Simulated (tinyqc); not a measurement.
Smoothing against break-up: capillary instabilities by surface diffusion: grooving and agglomeration of films, edge retraction, wire break-up and smoothing of roughness. Computed by tinyqc, a small Python program. Command: `OMP_NUM_THREADS=1 python tinyqc.py 3025273 3025274 out.jsonl dewet walk`. One thread of a shared host (Intel(R) Xeon(R) Processor @ 2.30GHz), about 0.01 s of CPU time with the checks.

Isotropic surface energy; shapes change by surface diffusion alone.

Inputs (values chosen for the exercise, of the order of those of silicon on oxide): surface energy gamma_s = 1.32 J/m^2; grain-boundary energy gamma_b = 0.55 J/m^2; atomic volume Omega = 20 angstrom^3; surface sites nu = 16 1/nm^2; prefactor D0 = 0.00092 m^2/s; activation energy Q = 2.19 eV; temperature T = 1241 K; film thickness h = 26 nm; grain radius R = 210 nm; wire radius r = 3.7 nm; initial ripple over radius = 0.05; roughness wavelength lambda = 21 nm.

Grooves: at the surface only.

Constants: k_B = 8.617333262e-05 eV/K; k_B = 1.380649e-23 J/K.

Method:
- Groove angle beta: sin(beta) = gamma_b/(2 gamma). For circular grains of radius R with spherical caps the groove ends (measured from the mean surface) at the depth R g(beta), g = (2 - 3 cos beta + cos^3 beta)/(3 sin^3 beta). The film parts if R g(beta_s) > h.
- B = D_s nu gamma_s Omega^2/(k_B T), D_s = D0 exp(-Q/(k_B T)).
- A wire with r + A cos(k z) has dA/dt = (B/r^4) (kr)^2 [1 - (kr)^2] A: unstable for wavelengths above 2 pi r, fastest at kr = 1/sqrt 2 with the rate B/(4 r^4); break-up time about (4 r^4/B) ln(r/A0); each wavelength makes a sphere of radius (3 r^2 lambda_m/4)^(1/3).
- Roughness of wavelength lambda on a flat face decays as exp[-B (2 pi/lambda)^4 t]; the smoothing time is that for a factor e^3.

beta_s = 12.0247 degrees

Times (s); the last column is (h/(0.780 tan beta_s))^4/B:
```
T (K)  B (nm^4/s)   smoothing  wire break-up  groove to depth h
1055   1.8428e+04  2.0314e-02     1.2187e-01         3.2543e+04
1117   6.6278e+04  5.6482e-03     3.3884e-02         9.0483e+03
1179   2.0774e+05  1.8020e-03     1.0810e-02         2.8868e+03
1241   5.7938e+05  6.4613e-04     3.8762e-03         1.0351e+03
1303   1.4621e+06  2.5604e-04     1.5360e-03         4.1017e+02
1365   3.3848e+06  1.1060e-04     6.6350e-04         1.7718e+02
1489   1.4626e+07  2.5595e-05     1.5355e-04         4.1002e+01
```

All times share 1/B, so their ratios do not depend on T: break-up over smoothing is 6.0. On a flat face this roughness is smoothed before the wire breaks, but by less than a factor 10. Smoothing is safe for lambda well below 2 pi r, above which a ripple along the wire grows instead. B spans 2.9 decades over these rows.
